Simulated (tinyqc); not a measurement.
Electron-beam lithography: double-Gaussian proximity function, edge placement and dose correction for parallel lines: one step, computed by the program tinyqc. Command: `OMP_NUM_THREADS=1 python tinyqc.py 3112958 3112959 out.jsonl proximity walk`. One thread of a shared host (Intel(R) Xeon(R) Processor @ 2.30GHz), about 0.01 s of CPU time with the checks.

Lines are infinitely long. Absorbed energy is counted so that the middle of a very large area written at dose 1 receives 1; the resist develops where it exceeds 1/2.

Problem. Dose to size and latitude. A test line of width w << beta in surroundings of density rho, all at dose d: near its edge E(x) = d [S + eta rho]/(1 + eta), S = [erf((b - x)/alpha) - erf((a - x)/alpha)]/2 for edges a and b, the second term being the background energy. Dose to size d_s = (1 + eta)/(erf(w/alpha) + 2 eta rho), dose = d_s D0; edge slope d [1 - exp(-w^2/alpha^2)]/(sqrt(pi) alpha (1 + eta)); width change per 1 % of dose = 2 x 0.01 x (1/2)/slope.

Inputs (values chosen for the exercise, of the order of those for 20 keV electrons in resist on silicon):
```
quantity                              value               unit
forward range alpha                   0.008         micrometre
backscatter ratio eta                     1                  -
base dose D0                            250  microcoulomb/cm^2
width of the test line                 0.25         micrometre
pattern density around the test line   0.37                  -
```

Give: dose to size d_s; dose; edge slope; width change per 1 % of dose; background energy.

Solution.

dose to size d_s = 1.149

dose = 287.4 microcoulomb/cm^2

edge slope = 0.04053 1/nm

width change per 1 % of dose = 0.2467 nm

background energy = 0.2126

The background supplies 43 % of the threshold.
